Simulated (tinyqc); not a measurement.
MOSFET in saturation, small-signal circuit and noise: effect of the temperature on speed and noise.

Bias by the inversion coefficient IC = I/Ispec (charge-based model with velocity saturation; weak inversion below 0.1, strong above 10). Common-source circuit: gm, gds, Cgs, Cgd and Cj at the inner nodes, Rg in series with the gate; quasi-static, no source or drain resistance, no gate-body capacitance, no substrate network, no induced gate noise, so fmax is an upper estimate.

Ispec = 2 n mu Cox (W/L) Vt^2, lc = Ls/L, gms = [sqrt((lc IC + 1)^2 + 4 IC) - 1]/[2 + lc (lc IC + 1)], gm = gms Ispec/(n Vt), gds = sg gm. qs = [sqrt(1 + 4 IC) - 1]/2, Cgs = Cox W L qs (2 qs + 3)/(3 (qs + 1)^2) + Cov W, Cgd = Cov W, Cd = Cj W, Rg = Rsh (Wf/L)/(12 Nf) + Rc/W with Nf = W/Wf fingers (not rounded) contacted at both ends. fT = gm/(2 pi (Cgs + Cgd)), fmax = fT/(2 sqrt(Rg (gds + 2 pi fT Cgd))). Channel noise Sid = 4 kB T gam n gm with gam = (1/2 + (2/3) qs)/(1 + qs) + gw lc IC, qs = [sqrt(1 + 4 IC) - 1]/2, lc = Ls/L (the last term an empirical rise with velocity saturation); at the gate, white noise Sw = Sid/gm^2 + 4 kB T Rg. Number fluctuation with correlated mobility: S(f) = K/f, K = q^2 Vt lt Nt/(W L Cox^2) (1 + ac mu Cox I/gm)^2, Vt in eV with Nt per eV. Corner fc = K/Sw. IC is held fixed, and so are mu, n, Ls and Nt.

Inputs (values chosen for the exercise):

| symbol | value | unit | meaning |
|---|---|---|---|
| L | 90 | nm | gate length |
| W | 40 | um | total gate width |
| Cox | 1.13 | uF/cm^2 | gate capacitance |
| mu | 440 | cm^2/(V s) | mobility |
| n | 1.34 |  | slope factor |
| Ls | 25 | nm | velocity-saturation length |
| sg | 0.064 |  | ratio gds/gm |
| Cov | 0.26 | fF/um | overlap and fringe capacitance per side |
| Cj | 0.86 | fF/um | drain junction capacitance |
| Rsh | 15 | ohm | sheet resistance of the gate |
| Wf | 1 | um | finger width |
| Rc | 50 | ohm um | gate contact and vertical resistance |
| IC | 11 |  | inversion coefficient |
| gw | 0.04 |  | short-channel excess of the noise factor |
| Nt | 3.1e17 | cm^-3 eV^-1 | oxide trap density |
| lt | 0.1 | nm | tunnelling length into the oxide |
| ac | 0 | V s/C | Coulomb scattering coefficient |

Constants: q = 1.602176634e-19 C, kB = 1.380649e-23 J/K, Vt = kB T/q. Results are converted to the units shown.

The same in every row: Rg (ohm) = 1.5972.

Effect of the temperature on speed and noise:

| T (K) | I (uA) | fT (GHz) | fmax (GHz) | sqrt(Sw) (nV/Hz^0.5) | fc (MHz) |
|---|---|---|---|---|---|
| 100 | 483.75 | 30.201 | 238.89 | 0.82308 | 22.020 |
| 150 | 1088.4 | 45.302 | 292.58 | 0.82576 | 32.816 |
| 200 | 1935.0 | 60.403 | 337.84 | 0.82843 | 43.473 |
| 250 | 3023.4 | 75.503 | 377.72 | 0.83108 | 53.994 |
| 300 | 4353.8 | 90.604 | 413.77 | 0.83373 | 64.382 |
| 350 | 5925.9 | 105.70 | 446.92 | 0.83637 | 74.639 |
| 400 | 7740.0 | 120.81 | 477.78 | 0.83901 | 84.767 |

What does the table show?

As T goes from 100 to 400 K, fT rises from 30.2 to 121 GHz, fmax rises from 239 to 478 GHz, the white noise rises from 0.823 to 0.839 nV/Hz^0.5 and the corner rises from 22.0 to 84.8 MHz. At fixed IC and mobility the current goes as T^2 and gm as T, which is why fT rises; a real mobility would fall with T. For T = 100 to 350 K fmax exceeds 4 fT, where channel resistance and substrate losses, left out here, would cap it. For T = 100 to 150 K band tails and dopant freeze-out, left out here, change n and the noise.

Program tinyqc, `OMP_NUM_THREADS=1 python tinyqc.py 2150124 2150125 out.jsonl`; Intel Xeon 2.30GHz, shared host, one thread, about 0.01 s.
